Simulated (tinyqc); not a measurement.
Size effects in the resistivity of thin metal films and interconnect lines: one step, computed by the program tinyqc.

Electrons lose their drift at surfaces (a share 1 - p of the hits) and at grain boundaries (reflection R), besides bulk scattering. The line sits in a trench with a non-conducting liner on both walls and the bottom; the spacing equals the drawn width.

Question. Resistance and delay. Total: rho = rho_b [1 + surface excess + grain excess]; resistance per length rho/(w_m h_m); capacitance per length C = 2 k eps_0 (aspect ratio + 1/2), a parallel-plate estimate for two neighbours plus a fixed term for the planes above and below; delay 0.38 R C L^2; effective resistivity per drawn area.

Inputs (values chosen for the exercise, modelled on ruthenium):
```
quantity,value,unit
bulk resistivity rho_b,7.71,microohm cm
aspect ratio (height over width),1.7,-
line length,7.5,micrometre
permittivity of the dielectric k,2.9,-
```

Geometry: line.

rho/rho_b from surfaces = 1.241111

rho/rho_b from grains = 1.210286

metal width w_m = 18.8 nm

metal height h_m = 33.4 nm

share of the trench filled by metal = 92.34118 %

Constants: eps_0 = 8.8541878128e-12 F/m.

Give: resistivity rho; resistance per length; capacitance per length; RC delay; effective resistivity per drawn area.

Answer.

resistivity rho = 11.19 microohm cm

resistance per length = 178.2 ohm/micrometre

capacitance per length = 0.1130 fF/micrometre

RC delay = 0.4304 ps

effective resistivity per drawn area = 12.12 microohm cm

Of the factor 1.57 over bulk, scattering gives 1.45 and the liner 1.08; within scattering, surfaces outweigh grain boundaries (0.21 against 0.24, grains first).
